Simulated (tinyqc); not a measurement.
Hall effect and magnetoresistance of several carrier groups with constant relaxation times: one step, computed by the program tinyqc. Command: `OMP_NUM_THREADS=1 python tinyqc.py 3001328 3001329 out.jsonl hall2 walk`. One thread of a shared host (Intel(R) Xeon(R) Processor @ 2.30GHz), about 0.01 s of CPU time with the checks.

Group 1 has charge -e and group 2 charge +e; s_i is that sign. B lies along z; mu B is formed with mu in m^2/(V s).

Task: Resistivity, Hall coefficient and magnetoresistance. rho_xx = sigma_xx/(sigma_xx^2 + sigma_xy^2); Hall coefficient R_H = sigma_xy/(B (sigma_xx^2 + sigma_xy^2)), with B in V s/cm^2 (1 T = 1e-4 V s/cm^2); magnetoresistance MR = rho_xx(B)/rho_xx(0) - 1. Apparent density 1/(e |R_H|); Hall mobility |R_H|/rho_xx.

Inputs (values chosen for the exercise, for a model conductor): magnetic field B = 0.061 T.

Carriers: electrons and holes. Densities: per area (a thin layer).

sigma_xx = 8.815738e-04 S

sigma_xy = -1.858501e-04 S

sigma at B = 0 = 9.629082e-04 S

Constants: e = 1.602176634e-19 C.

Give: rho_xx; Hall coefficient R_H; magnetoresistance MR; apparent density; Hall mobility.

Result:

rho_xx = 1086 ohm

Hall coefficient R_H = -3.753e+07 cm^2/C

magnetoresistance MR = 4.578 %

apparent density = 1.663e+11 1/cm^2

Hall mobility = 34560 cm^2/(V s)
